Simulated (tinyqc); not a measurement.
# Field from the level spacing

Inverse problem. In a triangular well E_k = a_k (C F^2/mz1)^(1/3), a_1 = 2.338107, a_2 = 4.087949, C = hbar^2/(2 m0), F in eV/nm (1 MV/cm = 0.1 eV/nm). Find F, E_1, the mean distance 2 E_1/(3 F) of the lowest level and the sheet charge eps0 eps_r F/q behind such a field.

Parameters, values chosen for the exercise:
- eps_r = 11.6 (relative permittivity)
- mz1 = 0.923 m0 (mass along z of valley set A (2 valley(s)))

Constants: q = 1.602176634e-19 C, hbar = 1.054571817e-34 J s, m0 = 9.1093837015e-31 kg, eps0 = 8.8541878128e-14 F/cm where lengths are in cm, hbar^2/(2 m0) = 0.0380998212 eV nm^2. Results are converted to the units shown.

spacing of the two lowest levels = 92.684424 meV

Solution. The spacing over a_2 - a_1 is the energy scale (C F^2/mz1)^(1/3), which gives F.

F = 0.600 MV/cm
E_1 = 124 meV
mean distance = 1.38 nm
sheet charge over q = 3.85e12 cm^-2

Program tinyqc, `OMP_NUM_THREADS=1 python tinyqc.py 2160114 2160115 out.jsonl`; Intel Xeon 2.30GHz, shared host, one thread, about 0.9 s.
